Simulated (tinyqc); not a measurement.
Implant damage, amorphisation by cascade overlap, and solid-phase epitaxial regrowth: one step, computed by the program tinyqc. Command: `OMP_NUM_THREADS=1 python tinyqc.py 3113734 3113735 out.jsonl sper walk`. One thread of a shared host (Intel(R) Xeon(R) Processor @ 2.30GHz), about 0.01 s of CPU time with the checks.

Range and width of the damage are inputs. Dynamic annealing enters only through the surviving share f.

Task: Damage energy and displacements per ion. Robinson partition: eps = E a M2/(Z1 Z2 (e^2/(4 pi eps_0)) (M1 + M2)), a = 0.8853 a_0/sqrt(Z1^(2/3) + Z2^(2/3)); k = 0.0793 Z1^(2/3) Z2^(1/2) (M1 + M2)^(3/2)/((Z1^(2/3) + Z2^(2/3))^(3/4) M1^(3/2) M2^(1/2)); damage energy T_d = E/(1 + k (eps + 0.40244 eps^(3/4) + 3.4008 eps^(1/6))); displacements nu = 0.8 T_d/(2 E_d).

Inputs (values chosen for the exercise, modelled on germanium ions in germanium):
```
quantity                 value  unit
ion Z1                      32     -
ion mass M1               72.6     u
target Z2                   32     -
target mass M2           72.63     u
ion energy E                20   keV
displacement energy E_d     14    eV
```

Constants: a_0 = 0.529177210903 angstrom; e^2/(4 pi eps_0) = 14.39964548 eV angstrom.

Give: reduced energy eps; k; damage energy T_d; T_d/E; displacements per ion nu.

Result:

reduced energy eps = 0.07078

k = 0.1578

damage energy T_d = 14.65 keV

T_d/E = 0.7326

displacements per ion nu = 418.6

27 % of the energy goes to electrons.
